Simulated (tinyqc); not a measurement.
Inputs raised by 2 %, one at a time: thermal boundary conductance by the acoustic and diffuse mismatch models. Computed by tinyqc, a small Python program. Command: `OMP_NUM_THREADS=1 python tinyqc.py 3002091 3002092 out.jsonl kapitza sens`. One thread of a shared host (Intel(R) Xeon(R) Processor @ 2.30GHz), about 0.02 s of CPU time with the checks.

Each side has one longitudinal and two transverse Debye branches, omega = v q up to q_D = (6 pi^2 n)^(1/3), with n counting all atoms. Scattering at the interface is elastic. Electrons are left out of G, also for metals. Melting is ignored. G refers to the temperatures of the phonons sent towards the interface. Linear branches over all atoms overstate G at high T, most for crystals with several atoms a cell.

Inputs (values chosen for the exercise, modelled on magnesium oxide (side 1) and tungsten (side 2)):
```
quantity                     value     unit
density rho_1                 3.54   g/cm^3
longitudinal velocity vL_1    9470      m/s
transverse velocity vT_1      5910      m/s
atom density n_1               110   1/nm^3
conductivity kappa_1          53.8  W/(m K)
density rho_2                 18.8   g/cm^3
longitudinal velocity vL_2    5150      m/s
transverse velocity vT_2      2910      m/s
atom density n_2              64.1   1/nm^3
conductivity kappa_2           168  W/(m K)
temperature T                  4.2        K
thickness d_1                   25       nm
thickness d_2               170000       nm
heat flux J                    3.7  kW/cm^2
```

Structure: film on a substrate.

Constants: hbar = 1.054571817e-34 J s; k_B = 1.380649e-23 J/K.

Method:
- omega_c = v q_D for each branch, given as hbar omega_c/k_B; impedance Z = rho v.
- No mode conversion. t(theta) = 4 Z_1 Z_2 cos(theta_1) cos(theta_2)/N^2, with N = Z_2 cos(theta_1) + Z_1 cos(theta_2) for L (the form for pressure waves) and N = Z_1 cos(theta_1) + Z_2 cos(theta_2) for both T branches (the form for shear waves polarised along the interface); sin(theta_2) = (v_2/v_1) sin(theta_1), and t = 0 beyond the critical angle arcsin(v_1/v_2); the mean over the incoming flux is alpha = 2 int t sin(theta_1) cos(theta_1) d theta_1 (64 Gauss-Legendre points).
- A phonon forgets its side and branch: alpha(1 to 2) = S_2/(S_1 + S_2), S_i = 1/vL_i^2 + 2/vT_i^2.
- G = (k_B^4 T^3/(8 pi^2 hbar^3)) int W(x) x^4 e^x/(e^x - 1)^2 dx, x = hbar omega/(k_B T). Acoustic mismatch: W = sum over the three branches of alpha(1 to 2)/v_1^2, each up to the lower of its two cut-offs. Diffuse mismatch: W = S_1 S_2/(S_1 + S_2), where S_i sums 1/v^2 over the branches of side i still below their cut-off. Radiation limit: W = min(S_1, S_2). The integral is split at the four cut-offs (64 Gauss-Legendre points a piece, x at most 45).
- Boundary resistance R = 1/G and Kapitza length kappa_2/G use the diffuse value.
- In series: Delta T = J (d_1/kappa_1 + R + d_2/kappa_2), with bulk conductivities in the layers and one-dimensional flow.

Runs; columns: (1) input moved; (2) from; (3) to; (4) G, diffuse mismatch (MW/(m^2 K)); (5) G, radiation limit (MW/(m^2 K)); (6) interface share of film plus interface; (7) diffuse alpha, 1 to 2:
```
(1)                                (2)     (3)       (4)       (5)      (6)      (7)
base run                             -       -  0.041336  0.051660  0.99998  0.80014
longitudinal velocity vL_1 (m/s)  9470  9659.4  0.041126  0.051333  0.99998  0.80115
density rho_2 (g/cm^3)            18.8  19.176  0.041336  0.051660  0.99998  0.80014
longitudinal velocity vL_2 (m/s)  5150    5253  0.041291  0.051660  0.99998  0.79928
transverse velocity vT_2 (m/s)    2910  2968.2  0.041051  0.051660  0.99998  0.79464
conductivity kappa_1 (W/(m K))    53.8  54.876  0.041336  0.051660  0.99998  0.80014
conductivity kappa_2 (W/(m K))     168  171.36  0.041336  0.051660  0.99998  0.80014
thickness d_1 (nm)                  25    25.5  0.041336  0.051660  0.99998  0.80014
```

Exponents ln(y'/y) / ln(x'/x):
```
input                       G, diffuse mismatch  G, radiation limit  interface share of film plus interface  diffuse alpha, 1 to 2
longitudinal velocity vL_1               -0.257              -0.321                                       0                  0.064
density rho_2                             0.000               0.000                                       0                  0.000
longitudinal velocity vL_2               -0.054               0.000                                       0                 -0.054
transverse velocity vT_2                 -0.348               0.000                                       0                 -0.348
conductivity kappa_1                      0.000               0.000                                       0                  0.000
conductivity kappa_2                      0.000               0.000                                       0                  0.000
thickness d_1                             0.000               0.000                                       0                  0.000
```

Among the inputs moved here: G, diffuse mismatch answers most in size to transverse velocity vT_2 (exponent -0.348), next to longitudinal velocity vL_1 (-0.257); its exponent is below 0.0005 for density rho_2, conductivity kappa_1, conductivity kappa_2, thickness d_1. Its exponent 0.000 in density rho_2: the diffuse model does not use the densities. G, radiation limit answers most in size to longitudinal velocity vL_1 (exponent -0.321); its exponent is below 0.0005 for density rho_2, longitudinal velocity vL_2, transverse velocity vT_2, conductivity kappa_1, conductivity kappa_2, thickness d_1. Interface share of film plus interface hardly depends on these (all exponents below 0.005). Diffuse alpha, 1 to 2 answers most in size to transverse velocity vT_2 (exponent -0.348), next to longitudinal velocity vL_1 (+0.064); its exponent is below 0.0005 for density rho_2, conductivity kappa_1, conductivity kappa_2, thickness d_1.

Caution (all rows): kappa_2 is of room-temperature size, so the Kapitza length is only nominal at this T. Caution (all rows): the rise is not small against T, so constant conductivities fail; a rise of thousands of kelvin would destroy the stack. Caution (all rows): the conductivities are of room-temperature size; at this T real values can differ much and free paths can be long. Caution (all rows): R from emitted-phonon temperatures is too large for use in series with Fourier layers, by up to a factor of about 2. Caution (all rows): layers this thin are often below the phonon free path, where bulk conductivities and independent interfaces no longer hold.
